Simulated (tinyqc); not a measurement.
The same stress in different states: Raman shift of the zone-centre optical phonon of a diamond-structure crystal under stress. Computed by tinyqc, a small Python program. Command: `OMP_NUM_THREADS=1 python tinyqc.py 3031245 3031246 out.jsonl ramanstress walk`. One thread of a shared host (Intel(R) Xeon(R) Processor @ 2.30GHz), about 0.01 s of CPU time with the checks.

Axes x, y, z are the cube axes. Strain shifts the threefold optical mode and can split it; p, q and r are the phonon deformation potentials.

Inputs (values chosen for the exercise, modelled on silicon):

| quantity | value | unit |
|---|---|---|
| unstrained frequency omega_0 | 521.4 | 1/cm |
| p/omega_0^2 | -1.91 | - |
| q/omega_0^2 | -2.26 | - |
| r/omega_0^2 | -0.712 | - |
| C11 | 167.9 | GPa |
| C12 | 64.71 | GPa |
| C44 | 80.13 | GPa |
| stress sigma (tension positive) | -0.21 | GPa |

Stress state: biaxial. Axis: [001].

Method:
- S11 = (C11 + C12)/D, S12 = -C12/D, D = (C11 - C12)(C11 + 2 C12), S44 = 1/C44.
- eps_xx = S11 sigma_xx + S12 (sigma_yy + sigma_zz), and cyclic; eps_xy = S44 sigma_xy/2 (tensor strain).
- Secular matrix: M_xx = p eps_xx + q (eps_yy + eps_zz), M_xy = 2 r eps_xy; its eigenvalues are omega^2 - omega_0^2, and the shifts are these over 2 omega_0.
- Uniaxial: sigma n n^T; biaxial: sigma (1 - n n^T); hydrostatic: sigma 1. The line seen from (001) is taken as unresolved, at the intensity-weighted shift M_zz/(2 omega_0).

S44 = 12.4797 1/TPa

S11 = 7.58170 1/TPa

S12 = -2.10916 1/TPa

Shifts (1/cm):

| state | lowest | middle | highest | line seen from (001) |
|---|---|---|---|---|
| uniaxial [100] | 0.2709 | 0.4566 | 0.4566 | 0.4566 |
| uniaxial [110] | 0.1205 | 0.4566 | 0.6069 | 0.4566 |
| uniaxial [001] | 0.2709 | 0.4566 | 0.4566 | 0.2709 |
| uniaxial [111] | 0.2325 | 0.2325 | 0.7190 | 0.3947 |
| biaxial, normal [001] | 0.7274 | 0.7274 | 0.9131 | 0.9131 |
| biaxial, normal [111] | 0.4650 | 0.9515 | 0.9515 | 0.7893 |
| hydrostatic | 1.1840 | 1.1840 | 1.1840 | 1.1840 |

What does the comparison show, and why?

Seen from (001), uniaxial stress along [100] and along [110] give the same shift (0.457), and equal biaxial stress in the plane gives twice as much (0.913), since only sigma_xx + sigma_yy and sigma_zz enter M_zz. Stress along [001] gives 0.271. One measured shift therefore fixes the stress only once its state is assumed: read as uniaxial in the plane, a shift implies twice the stress that it does read as biaxial.

Extremes, crossings and ranges named in words are read from the listed rows.
